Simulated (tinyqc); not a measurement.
Self-consistent Fermi level with native defects, at growth and after a quench: one step, computed by the program tinyqc. Command: `OMP_NUM_THREADS=1 python tinyqc.py 3006878 3006879 out.jsonl scfermi walk`. One thread of a shared host (Intel(R) Xeon(R) Processor @ 2.30GHz), about 0.06 s of CPU time with the checks.

Energies are counted from the top of the valence band (VBM); when the gap shrinks with temperature the conduction band moves and the levels stay. The added dopant is taken as fully ionised. D and A draw on one reservoir with opposite signs, as the two vacancies of a compound do.

Problem. Equilibrium at growth. n = N_c F_1/2((E_F - E_g)/k_B T), p = N_v F_1/2(-E_F/k_B T). F_1/2(eta) = (2/sqrt(pi)) int_0^infinity sqrt(x)/(1 + exp(x - eta)) dx, by the trapezoid rule in t = sqrt(x) with step 0.02 up to t = 12 (for eta < -12 by exp(eta) - exp(2 eta)/2^(3/2)). In equilibrium c_q = N_s exp(-(E_f(q, 0) + q E_F)/k_B T). Net charge = p - n + sum q c_q + N_X; the log ratio is ln(positive charge/negative charge). E_F is the root of the log ratio, by 50 bisections between -0.5 eV and E_g + 0.5 eV.

Inputs (values chosen for the exercise, with bands modelled on CdTe): site density N_s = 2.4e+22 cm^-3; dopant density N_X = 8.3e+18 cm^-3; growth temperature T_g = 1080 K.

Added shallow dopant: donor.

E_g(T_g) = 1.3606 eV

N_c(T_g) = 5.323058e+18 cm^-3

N_v(T_g) = 8.755421e+19 cm^-3

k_B T_g = 0.09306720 eV

E_f(q, E_F = 0) (eV): D(+1) 0.5280, D(0) 1.3170, A(0) 2.0700, A(-1) 2.1373, A(-2) 2.2653, A(-3) 2.5753

Give: E_F at growth; n at growth; p at growth; Defects at growth; total D; total A.

Solution.

E_F at growth = 0.5772 eV

n at growth = 1.176e+15 cm^-3

p at growth = 1.772e+17 cm^-3

Defects at growth:
```
state  E_f (eV)  c (cm^-3)
D(+1)     1.105  1.670e+17
D(0)      1.317  1.716e+16
A(0)      2.070  5.256e+12
A(-1)     1.560  1.259e+15
A(-2)     1.111  1.572e+17
A(-3)     0.844  2.776e+18
```

total D = 1.842e+17 cm^-3

total A = 2.934e+18 cm^-3

The largest part of the positive charge comes from the dopant (96 %) and that of the negative charge from charged A (100 %).
